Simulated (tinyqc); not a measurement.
Alloy A(1-x)B(x) by interpolation with bowing: sweeps and comparisons. A value that a table varies takes the place of the one given here.

Each gap follows E(x) = (1 - x) E_A + x E_B - C x (1 - x); the lattice constant follows Vegard, a(x) = (1 - x) a_A + x a_B.

Mass at Gamma from the Kane formula 1/m = F + Ep (Eg + 2 Dso/3)/(Eg (Eg + Dso)). F is fixed by the masses of A and B and interpolated linearly, as is Ep; Eg and Dso carry their bowing.

Constants: hc = 1239.841984 eV nm.

Values chosen for the exercise (A near AlAs, B near InAs; shifted at random, so the results belong to these values and not to a real crystal):
- a = (5.659, 6.067) angstrom (lattice constant of A, B)
- Eg = (3.119, 0.413) eV (gap at Gamma to the s-like level of A, B)
- EgX = (2.232, 1.442) eV (gap to the lowest valley along Gamma-X of A, B)
- EgL = (2.456, 1.121) eV (gap to L of A, B)
- C = (0.762, 0.05, 0) eV (bowing of the Gamma, X and L gaps)
- Dso = (0.279, 0.393) eV (spin-orbit splitting of A, B)
- Ep = (21.1, 21.7) eV (Kane energy of A, B)
- me = (0.1509, 0.0262) m0 (electron mass at Gamma of A, B)
- Cs = 0.12 eV (bowing of Dso)
- x = 0.9 (fraction of B)

## Gaps across the alloy

Eleven compositions.

Gaps (eV):

| x | a (angstrom) | Gamma | X | L | lowest | wavelength (nm) |
|---|---|---|---|---|---|---|
| 0.0 | 5.6590 | 3.119 | 2.232 | 2.456 | X | 555 |
| 0.1 | 5.6998 | 2.780 | 2.148 | 2.322 | X | 577 |
| 0.2 | 5.7406 | 2.456 | 2.066 | 2.189 | X | 600 |
| 0.3 | 5.7814 | 2.147 | 1.984 | 2.055 | X | 625 |
| 0.4 | 5.8222 | 1.854 | 1.904 | 1.922 | Gamma | 669 |
| 0.5 | 5.8630 | 1.575 | 1.825 | 1.788 | Gamma | 787 |
| 0.6 | 5.9038 | 1.313 | 1.746 | 1.655 | Gamma | 945 |
| 0.7 | 5.9446 | 1.065 | 1.669 | 1.522 | Gamma | 1164 |
| 0.8 | 5.9854 | 0.832 | 1.592 | 1.388 | Gamma | 1490 |
| 0.9 | 6.0262 | 0.615 | 1.516 | 1.254 | Gamma | 2016 |
| 1.0 | 6.0670 | 0.413 | 1.442 | 1.121 | Gamma | 3002 |

The lowest valley changes at x = 0.376 (X to Gamma, gap 1.923 eV). The Gamma gap is monotonic, since its bowing (0.762 eV) is smaller than the difference of the end gaps (2.706 eV); at x = 0.5 bowing lowers it by C/4 = 0.191 eV.

## Three ways to interpolate a mass

Linear in m, linear in 1/m, and the Kane formula.

Masses (m0):

| x | Eg (eV) | linear in m | linear in 1/m | Kane | Kane m/Eg (1/eV) |
|---|---|---|---|---|---|
| 0.000 | 3.119 | 0.1509 | 0.1509 | 0.1509 | 0.0484 |
| 0.125 | 2.697 | 0.1353 | 0.0946 | 0.1446 | 0.0536 |
| 0.250 | 2.300 | 0.1197 | 0.0689 | 0.1337 | 0.0582 |
| 0.375 | 1.926 | 0.1041 | 0.0542 | 0.1187 | 0.0616 |
| 0.500 | 1.575 | 0.0886 | 0.0446 | 0.1005 | 0.0638 |
| 0.625 | 1.249 | 0.0730 | 0.0380 | 0.0807 | 0.0646 |
| 0.750 | 0.947 | 0.0574 | 0.0330 | 0.0610 | 0.0645 |
| 0.875 | 0.668 | 0.0418 | 0.0292 | 0.0426 | 0.0638 |
| 1.000 | 0.413 | 0.0262 | 0.0262 | 0.0262 | 0.0634 |

At x = 0.5 the three give 0.0886, 0.0446 and 0.1005; judged by the largest distance, the Kane value is closer to the interpolation in m (largest distances 0.0145 m0 from the rule in m, 0.0648 m0 from the rule in 1/m). The ratio m/Eg varies by a factor of 1.34 while the gap varies by 7.55; a constant ratio is the two-band rule m = Eg/Ep at fixed Ep.

## What each parameter does

Gaps at x and the Kane mass. Each row changes one parameter from the base and keeps the others.

Results:

| case | Gamma (eV) | X (eV) | L (eV) | mass (m0) |
|---|---|---|---|---|
| base | 0.6150 | 1.5165 | 1.2545 | 0.0392 |
| x = 0.94 | 0.5324 | 1.4866 | 1.2011 | 0.0338 |
| C = (0.862, 0.15, 0.1) eV | 0.6060 | 1.5075 | 1.2455 | 0.0385 |
| Eg = (3.275, 0.413) eV | 0.6306 | 1.5165 | 1.2545 | 0.0402 |
| EgX = (2.232, 1.37) eV | 0.6150 | 1.4517 | 1.2545 | 0.0392 |
| EgL = (2.333, 1.121) eV | 0.6150 | 1.5165 | 1.2422 | 0.0392 |
| Ep = (23.2, 23.9) eV | 0.6150 | 1.5165 | 1.2545 | 0.0407 |
| Cs = 0.17 eV | 0.6150 | 1.5165 | 1.2545 | 0.0391 |

The largest shifts from the base row, up to three for each result and ties (the steps differ in size, so this ranks the rows, not the parameters). Gamma (eV): x -0.0826, Eg +0.0156, C -0.0090; unchanged at the printed digits by EgX, EgL, Ep and Cs. X (eV): EgX -0.0648, x -0.0299, C -0.0090; unchanged at the printed digits by Eg, EgL, Ep and Cs. L (eV): x -0.0534, EgL -0.0123, C -0.0090; unchanged at the printed digits by Eg, EgX, Ep and Cs. mass (m0): x -0.0054, Ep +0.0015, Eg +0.0010; unchanged at the printed digits by EgX and EgL.

Run: tinyqc, `OMP_NUM_THREADS=1 python tinyqc.py 1080589 1080590 out.jsonl`; Intel(R) Xeon(R) Processor @ 2.30GHz, one thread, shared host; about 0.01 s of CPU time with all checks.
